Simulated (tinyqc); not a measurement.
Schemes compared: quasiparticle equation with a plasmon-pole self-energy for two band edges.

For each edge E = e + X + Sc(E), with the correlation part Sc(E) = A[0]/(E - a + w) + A[1]/(E - b - w); a and b are the valence and conduction energies that enter the Green function (a = ev, b = ec in the one-shot scheme). Z = 1/(1 - dSc/dE), dSc/dE = -A[0]/(E - a + w)^2 - A[1]/(E - b - w)^2.

Parameters, chosen for this exercise (scales of the order of those of AlN; not measured data): ev = 0 eV (mean-field valence top); ec = 4.35 eV (mean-field conduction edge); w = 17.5 eV (pole energy); Av = (42, 16.9) eV^2 (weights of the valence state on the hole and electron poles); Ac = (15.2, 39.7) eV^2 (the same for the conduction state); Xv = -2.63 eV (exchange minus the mean-field potential, valence); Xc = 2.9 eV (the same, conduction).

Z = 1; linearised; exact one-shot; energies updated in G (a, b); updated in G and W, where w grows by half of the opening of the gap (a rule chosen for the exercise).

Results (eV):
```
scheme               Ev     Ec    gap  opening
mean field        0.000  4.350  4.350    0.000
Z = 1            -1.003  5.677  6.681    2.331
linearised       -0.856  5.493  6.348    1.998
one-shot, exact  -0.852  5.485  6.337    1.987
update G         -0.933  5.614  6.546    2.196
update G and W   -1.049  5.725  6.773    2.423
```

What can be read from this table?

The openings run from 1.987 (one-shot, exact) to 2.423 eV (update G and W). Linearising moves the gap by 11 meV, updating G +209 meV and updating W a further +227 meV: once Z is kept, the level of self-consistency matters more than linearising.

(tinyqc, `OMP_NUM_THREADS=1 python tinyqc.py 1851010 1851011 out.jsonl`, Intel(R) Xeon(R) Processor @ 2.30GHz, 1 thread, shared host, about 0.02 s.)
